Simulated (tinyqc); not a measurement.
From one set of inputs to another, one input at a time: thermal boundary conductance by the acoustic and diffuse mismatch models. Computed by tinyqc, a small Python program. Command: `OMP_NUM_THREADS=1 python tinyqc.py 3002675 3002676 out.jsonl kapitza ladder`. One thread of a shared host (Intel(R) Xeon(R) Processor @ 2.30GHz), about 0.01 s of CPU time with the checks.

Each side has one longitudinal and two transverse Debye branches, omega = v q up to q_D = (6 pi^2 n)^(1/3), with n counting all atoms. Scattering at the interface is elastic. Electrons are left out of G, also for metals. Melting is ignored. G refers to the temperatures of the phonons sent towards the interface. Linear branches over all atoms overstate G at high T, most for crystals with several atoms a cell.

The inputs printed are set A. Set A is modelled on tungsten (side 1) and diamond (side 2); the values taken over come from a set modelled on aluminium (side 1) and copper (side 2). Inputs not listed in the table keep their values of set A, so the rows need not describe a real material.

Inputs (values chosen for the exercise, modelled on tungsten (side 1) and diamond (side 2)): density rho_1 = 19.6 g/cm^3; longitudinal velocity vL_1 = 5350 m/s; transverse velocity vT_1 = 2940 m/s; atom density n_1 = 63.6 1/nm^3; conductivity kappa_1 = 175 W/(m K); density rho_2 = 3.46 g/cm^3; longitudinal velocity vL_2 = 17800 m/s; transverse velocity vT_2 = 12900 m/s; atom density n_2 = 177 1/nm^3; conductivity kappa_2 = 2150 W/(m K); temperature T = 150 K; thickness d_1 = 38 nm; thickness d_2 = 160 nm; heat flux J = 0.4 kW/cm^2.

Structure: superlattice.

Constants: hbar = 1.054571817e-34 J s; k_B = 1.380649e-23 J/K.

Method:
- omega_c = v q_D for each branch, given as hbar omega_c/k_B; impedance Z = rho v.
- No mode conversion. t(theta) = 4 Z_1 Z_2 cos(theta_1) cos(theta_2)/N^2, with N = Z_2 cos(theta_1) + Z_1 cos(theta_2) for L (the form for pressure waves) and N = Z_1 cos(theta_1) + Z_2 cos(theta_2) for both T branches (the form for shear waves polarised along the interface); sin(theta_2) = (v_2/v_1) sin(theta_1), and t = 0 beyond the critical angle arcsin(v_1/v_2); the mean over the incoming flux is alpha = 2 int t sin(theta_1) cos(theta_1) d theta_1 (64 Gauss-Legendre points).
- G = (k_B^4 T^3/(8 pi^2 hbar^3)) int W(x) x^4 e^x/(e^x - 1)^2 dx, x = hbar omega/(k_B T). Acoustic mismatch: W = sum over the three branches of alpha(1 to 2)/v_1^2, each up to the lower of its two cut-offs. Diffuse mismatch: W = S_1 S_2/(S_1 + S_2), where S_i sums 1/v^2 over the branches of side i still below their cut-off. Radiation limit: W = min(S_1, S_2). The integral is split at the four cut-offs (64 Gauss-Legendre points a piece, x at most 45).
- Boundary resistance R = 1/G and Kapitza length kappa_2/G use the diffuse value.
- kappa_eff = (d_1 + d_2)/(d_1/kappa_1 + d_2/kappa_2 + 2 R), two interfaces a period, with bulk conductivities in the layers; the gradient is J/kappa_eff.

Each row keeps all changes above it; columns: (1) input moved; (2) from; (3) to; (4) G, acoustic mismatch (MW/(m^2 K)); (5) G, diffuse mismatch (MW/(m^2 K)); (6) interface share of the resistance:
```
(1)                                (2)   (3)     (4)     (5)      (6)
set A                                -     -   91.69  182.83  0.97404
thickness d_2 (nm)                 160    14   91.69  182.83  0.97996
conductivity kappa_2 (W/(m K))    2150   410   91.69  182.83  0.97754
conductivity kappa_1 (W/(m K))     175   233   91.69  182.83  0.98229
thickness d_1 (nm)                  38   110   91.69  182.83  0.95577
atom density n_1 (1/nm^3)         63.6  60.9   88.93  178.14  0.95685
transverse velocity vT_1 (m/s)    2940  3100   94.23  180.02  0.95642
longitudinal velocity vL_1 (m/s)  5350  6350  107.63  212.25  0.94901
```

Where does the difference come from?

G, acoustic mismatch goes from 91.7 to 108, a factor 1.17 in all. The largest single move comes from longitudinal velocity vL_1 (a factor 1.14), and atom density n_1 works against it (a factor 0.970). G, diffuse mismatch goes from 183 to 212, a factor 1.16 in all. The largest single move comes from longitudinal velocity vL_1 (a factor 1.18), and atom density n_1 works against it (a factor 0.9744). Interface share of the resistance goes from 0.974 to 0.949, a factor 0.9743 in all. The largest single move comes from thickness d_1 (a factor 0.9730), and thickness d_2 works against it (a factor 1.006). The single moves hold for this order of the switches; the total does not depend on the order.

Caution (all rows): kappa_2 is of room-temperature size, so the Kapitza length is only nominal at this T. Caution (all rows): at this temperature short waves carry the heat; linear branches up to q_D overstate their velocity, and inelastic processes, left out here, grow with T. Caution (all rows): the conductivities are of room-temperature size; at this T real values can differ much and free paths can be long. Caution (all rows): R from emitted-phonon temperatures is too large for use in series with Fourier layers, by up to a factor of about 2. Caution (all rows): layers this thin are often below the phonon free path, where bulk conductivities and independent interfaces no longer hold.

Extremes, crossings and ranges named in words are read from the listed rows.
